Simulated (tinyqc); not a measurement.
Heisenberg magnet: exchange from energy differences, ordering vector, linear spin waves and ordering temperature: one step, computed by the program tinyqc. Command: `OMP_NUM_THREADS=1 python tinyqc.py 3022530 3022531 out.jsonl magnon walk`. One thread of a shared host (Intel(R) Xeon(R) Processor @ 2.30GHz), about 0.1 s of CPU time with the checks.

H = -sum over pairs <ij> J_ij S_i.S_j - K sum_i (S_i^z)^2, each pair once, J > 0 ferromagnetic. First neighbours: 12 at a (0.5, 0.5, 0), second: 6 at a (1, 0, 0), with all permutations and signs.

Problem. Energies of ordered states. J(q) = J1 g1(q) + J2 g2(q), g_s(q) = sum over shell s of cos(q.R). A classical spiral or collinear state of wave vector Q has the exchange energy -(S^2/2) J(Q) per site.

Inputs (values chosen for the exercise, for a model magnet): exchange J1 = 4.74 meV; exchange J2 = 1 meV; spin S = 0.5.

Lattice: fcc.

Give: States, Q in 2 pi/a.

Solution.

States, Q in 2 pi/a:

| Q | g1 | g2 | energy (meV/site) |
|---|---|---|---|
| G (0, 0, 0) | 12 | 6 | -7.86 |
| X (1, 0, 0) | -4 | 6 | 1.62 |
| L (0.5, 0.5, 0.5) | 0 | -6 | 0.75 |
| W (1, 0.5, 0) | -4 | 2 | 2.12 |

The lowest of these is G (0, 0, 0), 8.610 meV per site below L (0.5, 0.5, 0.5).
